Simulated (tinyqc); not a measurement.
Rectangular fin or nanosheet with a gate all round, subbands and threshold shift from confinement: two steps of the calculation.

Undoped body with a flat potential across it, hard walls, transport along x. Three valley pairs (g = 2 each) with the longitudinal mass along x, y or z. Non-parabolicity enters the subband edges through E (1 + al E) = gamma, so E = 2 gamma/(1 + sqrt(1 + 4 al gamma)); motion within a subband is taken as parabolic with the band-edge mass. Energies are counted from the bulk band edge.

Parameters, values chosen for the exercise; masses close to those of silicon:
- T = 300 K (temperature)
- ml = 0.923 m0 (longitudinal mass)
- mt = 0.193 m0 (transverse mass)
- al = 0.5 1/eV (non-parabolicity)
- t = 5.8 nm (width (along y))
- dl = 0.2 nm (widening of the box by penetration into the insulator)
- H = 8.7 nm (height (along z))

Constants: q = 1.602176634e-19 C, kB = 1.380649e-23 J/K, hbar = 1.054571817e-34 J s, m0 = 9.1093837015e-31 kg, Vt = kB T/q, hbar^2/(2 m0) = 0.0380998212 eV nm^2. Results are converted to the units shown.

Question 1. Lowest subbands. gamma = C pi^2 [a^2/(my (t + dl)^2) + b^2/(mz (H + dl)^2)], C = hbar^2/(2 m0). List the 7 lowest, labelled by valley axis and quantum numbers, with degeneracy g and N_k: N_k = g sqrt(2 mx m0 kB T/(pi hbar^2)).

Find: E_k; g; N_k.

Answer 1.

E_k, subband y1,1 to y1,2 (eV): [0.03529, 0.05760, 0.06758, 0.07209, 0.07584, 0.09582, 0.1043]
g, subband y1,1 to y1,2: [2, 2, 2, 2, 2, 2, 2]
N_k, subband y1,1 to y1,2 (cm^-1): [4.083e6, 4.083e6, 4.083e6, 4.083e6, 8.930e6, 4.083e6, 4.083e6]

Question 2. Threshold shift. Each subband has N_k = g sqrt(2 mx m0 kB T/(pi hbar^2)); without degeneracy n = exp(EF/Vt) sum N_k exp(-E_k/Vt). Classical value Nc times t H, Nc = sum over valleys of 2 g (m m0 kB T/(2 pi hbar^2))^1.5 with m = (mx my mz)^(1/3). Threshold shift dVT = Vt ln(classical value/sum N_k exp(-E_k/Vt)). Use the subbands listed.

E_k, subband y1,1 to y1,2 (eV): [0.035291116, 0.057604768, 0.067580296, 0.072094951, 0.075841825, 0.095819546, 0.10426935]
N_k, subband y1,1 to y1,2 (cm^-1): [4.0833755e6, 4.0833755e6, 4.0833755e6, 4.0833755e6, 8.9297955e6, 4.0833755e6, 4.0833755e6]

Find: shares; sum N_k exp(-E_k/Vt); Nc; classical value; dVT.

Answer 2.

shares, subband y1,1 to y1,2 (%): [38.901, 16.410, 11.156, 9.369, 17.724, 3.742, 2.699]
sum N_k exp(-E_k/Vt) = 2.6804e6 cm^-1
Nc = 2.7918e19 cm^-3
classical value = 1.4087e7 cm^-1
dVT = 42.896 mV

Program tinyqc, `OMP_NUM_THREADS=1 python tinyqc.py 2350131 2350132 out.jsonl`; Intel Xeon 2.30GHz, shared host, one thread, about 0.3 s.
